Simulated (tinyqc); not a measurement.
X-ray reflectivity of a thin film on silicon: critical angles, Parratt recursion, fringes and roughness: one step, computed by the program tinyqc.

n = 1 - delta + i beta; the classical electron radius is r_e = 2.8179403e-6 nm. Layer 0 is vacuum, 1 the film, 2 the substrate.

Task: Fringe period, contrast and decay. Far above the critical angle the period is d theta = lambda/(2 d), or 2 pi/d in q; the envelope runs between (|r_01| - |r_12 p|)^2 and (|r_01| + |r_12 p|)^2; contrast = 2 a b/(a^2 + b^2) with a = |r_01|, b = |r_12 p|; roughness factors on the amplitudes are about exp(-q^2 sigma^2/2).

Inputs (values chosen for the exercise, modelled on TiN on silicon, copper K-alpha radiation):

| quantity | value | unit |
|---|---|---|
| wavelength lambda | 0.15406 | nm |
| film thickness d | 24.3 | nm |
| roughness of the surface sigma_1 | 0.36 | nm |
| roughness of the interface sigma_2 | 0.23 | nm |

1000 r_01 = 9.408094-0.748035i

1000 r_12 = -5.995676+0.760484i

p = 0.8571253-0.2949202i

q = 4 pi sin(theta)/lambda = 2.106739 1/nm

Give: period in theta; period in q; contrast; roughness factor, surface; roughness factor, interface.

Result:

period in theta = 0.1816 degrees

period in q = 0.2586 1/nm

contrast = 0.8683

roughness factor, surface = 0.7501

roughness factor, interface = 0.8892
